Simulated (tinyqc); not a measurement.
Worked calculation: plane-wave Kohn-Sham cycle with exchange-only LDA in a layered model solid. One step of it, computed by the program tinyqc.

Task: Iteration 1: potential. V_H(G) = 4 pi rho(G)/G^2 for G != 0 (uniform background); v_x = -(3 rho/pi)^(1/3); V = V_ext + V_H + v_x; Fourier components f(G_m) = (1/N) sum_j f(x_j) exp(-i G_m x_j).

A solid whose potential varies along x alone (atomic units):
```
parameter,value
period a,12.500000
cross-section of the cell,16.000000
electrons per cell,2
grid points,16
"plane waves -n..n, n",2
k points,3
V1 in V1 cos(2 pi x/a),-0.790000
V2 in V2 cos(4 pi x/a),-0.130000
```

density at the start, on the grid x_j = j a/N (e/bohr^3): 0.01000000  0.01000000  0.01000000  0.01000000  0.01000000  0.01000000  0.01000000  0.01000000  0.01000000  0.01000000  0.01000000  0.01000000  0.01000000  0.01000000  0.01000000  0.01000000

Give: Potentials on the grid; V(G_m), m = 0, 1, 2, ....

Result:

Potentials on the grid (hartree):
```
x,V_ext,V_H,v_x,V
0.000,-0.920,0.000,-0.212,-1.132
0.781,-0.822,0.000,-0.212,-1.034
1.562,-0.559,0.000,-0.212,-0.771
2.344,-0.210,0.000,-0.212,-0.423
3.125,0.130,0.000,-0.212,-0.082
3.906,0.394,0.000,-0.212,0.182
4.688,0.559,0.000,-0.212,0.346
5.469,0.638,0.000,-0.212,0.426
6.250,0.660,0.000,-0.212,0.448
7.031,0.638,0.000,-0.212,0.426
7.812,0.559,0.000,-0.212,0.346
8.594,0.394,0.000,-0.212,0.182
9.375,0.130,0.000,-0.212,-0.082
10.156,-0.210,0.000,-0.212,-0.423
10.938,-0.559,0.000,-0.212,-0.771
11.719,-0.822,0.000,-0.212,-1.034
```

V(G_m), m = 0, 1, 2, ... (hartree): -0.212  -0.395  -0.065  0.000  0.000
